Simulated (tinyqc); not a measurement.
Lateral field, substrate current, probability of reaching the oxide barrier and hot-carrier lifetime of a silicon transistor (pseudo-two-dimensional and lucky-electron models): one step, computed by the program tinyqc. Command: `OMP_NUM_THREADS=1 python tinyqc.py 3027147 3027148 out.jsonl hotcar walk`. One thread of a shared host (Intel(R) Xeon(R) Processor @ 2.30GHz), about 0.01 s of CPU time with the checks.

Local-field models: a lucky carrier gains its energy at the peak field over a path free of collisions. Voltages are magnitudes.

Question. Peak lateral field. C_ox = 3.9 eps_0/t; F_sat = 2 v_s/mu; V_Dsat = V_ov F_sat L/(V_ov + F_sat L), V_ov = V_G - V_T; I_D/W = C_ox v_s (V_ov - V_Dsat). Scale length l = 0.22 t^(1/3) x_j^(1/2) (all in cm); F_m = sqrt(((V_D - V_Dsat)/l_e)^2 + F_sat^2), with l_e = l + L_n; length of the velocity-saturated region l_e ln((V_D - V_Dsat)/(l_e F_sat) + F_m/F_sat).

Inputs (values chosen for the exercise, modelled on a silicon n-channel):
```
quantity                                value                      unit
channel length L                          260                        nm
oxide thickness t                         7.3                        nm
junction depth x_j                         77                        nm
mobility mu                               380                cm^2/(V s)
saturation velocity v_s                   0.8                  1e7 cm/s
threshold voltage V_T                    0.75                         V
gate voltage V_G                          1.2                         V
drain voltage V_D                         3.2                         V
ionisation prefactor A_i              2.2e+06                      1/cm
ionisation field B_i                     1.77                     MV/cm
hot-carrier mean free path lambda           8                        nm
oxide barrier phi_b                       3.1                        eV
interface-trap threshold phi_it           3.8                        eV
lifetime constant H                       100  s microampere/micrometre
length of the depleted extension L_n       22                        nm
```

Drain: lightly doped extension.

Constants: eps_0 = 8.8541878128e-12 F/m.

Give: scale length l; peak field F_m; velocity-saturated length; energy gained over one free path, e lambda F_m.

Answer.

scale length l = 54.968 nm

peak field F_m = 376.68 kV/cm

velocity-saturated length = 221.76 nm

energy gained over one free path, e lambda F_m = 0.30135 eV

Caution: the empirical formula for l was fitted to oxides of about 15 nm or more; for thinner ones it is an extrapolation. Caution: the saturated region fills most of the channel, so the split into two regions is rough. Caution: e V_D is below phi_b or phi_it, so the available energy, not the field, limits hot carriers, and the lucky-electron formulas overstate them.
